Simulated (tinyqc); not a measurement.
# Threshold of a short bulk MOSFET: charge sharing, barrier lowering, narrow width, step by step

Program tinyqc, `OMP_NUM_THREADS=1 python tinyqc.py 2002097 2002098 out.jsonl`; Intel Xeon 2.30GHz, shared host, one thread, about 0.01 s. Printed values are rounded.

n-channel device on a p-type body, depletion approximation, full ionisation. Uniform doping N = Na. Vbi from Boltzmann statistics is rough for the degenerate source. Cox = eps0 eox/tox.

Values chosen for this exercise; band and dielectric values close to those of silicon:
- T = 300 K (temperature)
- Eg = 1.12 eV (band gap)
- eps_r = 11.9 (relative permittivity)
- Nc = 2.79e19 cm^-3 (conduction-band density of states at T)
- Nv = 2.61e19 cm^-3 (valence-band density of states at T)
- eox = 3.9 (relative permittivity of the gate insulator (close to silicon dioxide))
- tox = 5.6 nm (insulator thickness)
- Na = 5.8e17 cm^-3 (channel doping)
- Nsd = 1e20 cm^-3 (source and drain doping)
- Vfb = -0.85 V (flat-band voltage for the doping Na)
- xj = 85 nm (junction depth)
- Vbs = -1 V (body-source voltage)
- Vds = 0.5 V (drain-source voltage)
- W = 1800 nm (gate width)
- xw = 0 (shape factor of the fringing depletion at the width edges)
- L = 240 nm (channel length)

Constants: q = 1.602176634e-19 C, kB = 1.380649e-23 J/K, Vt = kB T/q, eps0 = 8.8541878128e-14 F/cm where lengths are in cm. Results are converted to the units shown.

## Long-channel threshold and scales

ni = sqrt(Nc Nv) exp(-Eg/(2 Vt)), Eg in volts; 2 pB = 2 Vt ln(N/ni); flat band Vfb - Vt ln(N/Na); Wd = sqrt(2 eps0 eps_r (2 pB - Vbs)/(q N)); body term q N Wd/Cox; long-channel VT0 = flat band + 2 pB + body term; Vbi = Vt ln(N Nsd/ni^2); scale length l = sqrt((eps_r/eox) tox Wd).

N = 5.8e17 cm^-3
2 pB = 0.9214562 V
flat band = -0.85 V
Wd = 66.00987 nm
body term = 0.9947684 V
VT0 = 1.066225 V
Vbi = 1.054591 V
l = 33.58456 nm

## Short-channel and narrow-width shifts

Charge sharing (trapezoid; it ignores Vds): F = (xj/L)(sqrt(1 + 2 Wd/xj) - 1), lowering = body term times F. Barrier lowering: th = exp(-L/(2 l)) + 2 exp(-L/l), lowering = th [2 (Vbi - 2 pB) + Vds], DIBL = th. Narrow width: rise = body term times xw Wd/W. VT by each model = VT0 - lowering + rise.

F = 0.2117440
lowering by charge sharing = 210.6362 mV
th = 0.02964533
lowering of the barrier = 22.71633 mV
DIBL = 29.64533 mV/V
narrow-width rise = 0 mV
VT, charge sharing = 0.8555884 V
VT, barrier lowering = 1.043508 V

L is 7.15 scale lengths. The charge-sharing lowering is 9.27 times the barrier lowering; the first falls off as 1/L and the second exponentially. Both describe the same loss of gate control, so they are alternatives and are not added.
